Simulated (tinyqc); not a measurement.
Inside a calculation. Model: nudged elastic band on a two-dimensional model surface. Computed by tinyqc, a small Python program that keeps every step. Command: `OMP_NUM_THREADS=1 python tinyqc.py 3008318 3008319 out.jsonl neb walk`. One thread of a shared host (Intel(R) Xeon(R) Processor @ 2.30GHz), about 0.2 s of CPU time with the checks. Intermediate numbers are printed to about 5 digits and carried at full precision; extremes and crossings named in words are read from the listed rows.

V(x, y) = -A (cos kx + cos ky) - B cos kx cos ky + (C sin ky + S sin kx)(1 - cos kx), k = 2 pi/a; the atom hops from the minimum at (0, 0) to that at (a, 0).

Inputs (values chosen for the exercise, for a model surface): amplitude A = 0.41 eV; amplitude B = 0.069 eV; skew C = 0.11 eV; asymmetry S = 0.09 eV; period a = 2.9 angstrom; movable images n = 4; spring constant k_s = 1.1 eV/angstrom^2; step factor eta = 0.094 angstrom^2/eV; iteration cap = 600.

Surface: adatom on a square lattice. Climbing image: on.

## Stationary points

Newton steps x(new) = x - H^-1 grad V (moves limited to 0.3 angstrom) from (0, 0), (a, 0) and (a/2, 0) give the two minima and the saddle.

positions (angstrom), rows start, end, saddle, columns x, y:
```
[[0.0000, 0.0000],
 [2.9000, 0.0000],
 [1.2778, -0.2543]]
```

energies (eV): start -0.88900, end -0.88900, saddle 0.03935

barrier from the start = 0.92835 eV

## Straight-line start

Images are spaced evenly on the line between the minima.

images at the start (angstrom), rows image 1, image 2, image 3, image 4, columns x, y:
```
[[0.58, 0.00],
 [1.16, 0.00],
 [1.74, 0.00],
 [2.32, 0.00]]
```

energies above the start (eV): [0.39013, 0.96222, 0.77082, 0.27184]

The highest image lies +0.0339 eV from the true barrier.

## Iteration 1

Tangent at image i: towards the higher neighbour if the energies rise or fall through i; at a maximum or minimum, tau = t+ dmax + t- dmin if V(i+1) > V(i-1), else t+ dmin + t- dmax, with t+ = R(i+1) - R(i), t- = R(i) - R(i-1) and dmax, dmin the larger and smaller of |V(i+1) - V(i)| and |V(i-1) - V(i)|; then normalise. Force F = -grad V + (grad V.tau) tau + k_s (|t+| - |t-|) tau. With a climbing image, the highest image feels instead F = -grad V + 2 (grad V.tau) tau and no spring. Update R(new) = R + eta F; the end points stay fixed.

unit tangents, rows image 1, image 2, image 3, image 4, columns x, y:
```
[[1, 0],
 [1, 0],
 [1, 0],
 [1, 0]]
```

forces (eV/angstrom), rows image 1, image 2, image 3, image 4, columns x, y:
```
[[0.00000, -0.16468],
 [0.39200, -0.43114],
 [0.00000, -0.43114],
 [0.00000, -0.16468]]
```

images after iteration 1 (angstrom), rows image 1, image 2, image 3, image 4, columns x, y:
```
[[0.5800, -0.0155],
 [1.1968, -0.0405],
 [1.7400, -0.0405],
 [2.3200, -0.0155]]
```

## Iteration 2

The formulas are those given above.

unit tangents, rows image 1, image 2, image 3, image 4, columns x, y:
```
[[0.9992, -0.0406],
 [0.9999, -0.0117],
 [1.0000, 0.0000],
 [0.9991, 0.0431]]
```

forces (eV/angstrom), rows image 1, image 2, image 3, image 4, columns x, y:
```
[[0.03346, -0.18323],
 [0.26573, -0.37961],
 [0.04113, -0.36218],
 [0.00679, -0.16584]]
```

images after iteration 2 (angstrom), rows image 1, image 2, image 3, image 4, columns x, y:
```
[[0.5831, -0.0327],
 [1.2218, -0.0762],
 [1.7439, -0.0746],
 [2.3206, -0.0311]]
```

## All iterations

Start on the straight line; stop when the largest force is below 1e-4 or above 1e6 eV/angstrom.

Course of the band:
```
iteration  highest image (eV)  largest force (eV/angstrom)
1                     0.96222                   5.8270e-01
2                     0.95818                   4.6337e-01
3                     0.95170                   3.7221e-01
4                     0.94560                   3.0100e-01
5                     0.94069                   2.4444e-01
6                     0.93701                   1.9902e-01
7                     0.93436                   1.6231e-01
8                     0.93248                   1.3253e-01
9                     0.93118                   1.0955e-01
...                       ...                          ...
56                    0.92835                   2.2579e-04
57                    0.92835                   2.0239e-04
58                    0.92835                   1.8141e-04
59                    0.92835                   1.6261e-04
60                    0.92835                   1.4575e-04
61                    0.92835                   1.3065e-04
62                    0.92835                   1.1711e-04
63                    0.92835                   1.0497e-04
64                    0.92835                   9.4094e-05
```

Band at the end:
```
image  x (angstrom)  y (angstrom)   E (eV)
0            0.0000       0.00000  0.00000
1            0.6306      -0.16870  0.44865
2            1.2778      -0.25429  0.92835
3            1.8267      -0.23350  0.65228
4            2.3663      -0.13067  0.23596
5            2.9000       0.00000  0.00000
```

energy of the highest image = 0.92835 eV

iterations = 64

largest force at the end = 9.4094e-05 eV/angstrom

Converged in 64 iterations. The climbing image sits on the saddle, so its energy is the barrier.

## Plain band against climbing image

Images are counted without the end points, and convergence is judged on the largest force on an image. Each run starts on the straight line with the same k_s and eta, for at most 1500 iterations; errors are against the Newton saddle; a dash marks a run that did not reach 1e-4 eV/angstrom.

Error of the highest image (meV) and iterations:
```
images  plain, error  plain, iterations  climbing, error  climbing, iterations
2           -133.837                 44                0                    45
3            -34.855                 45                0                    46
4            -20.186                 45                0                    64
5            -34.771                 49                0                    71
6             -2.048                 62                0                    77
8             -0.063                 87                0                   107
10            -1.720                115                0                   169
```

The plain band underestimates the barrier by 0.06 to 133.84 meV, depending on how near an image falls to the saddle (worst for 2 images, best for 8). The climbing image is within about 0.001 meV in every converged run, so few images suffice for the barrier.

Checks made by the program: climbing image against the Newton saddle (relative difference below 1e-10).
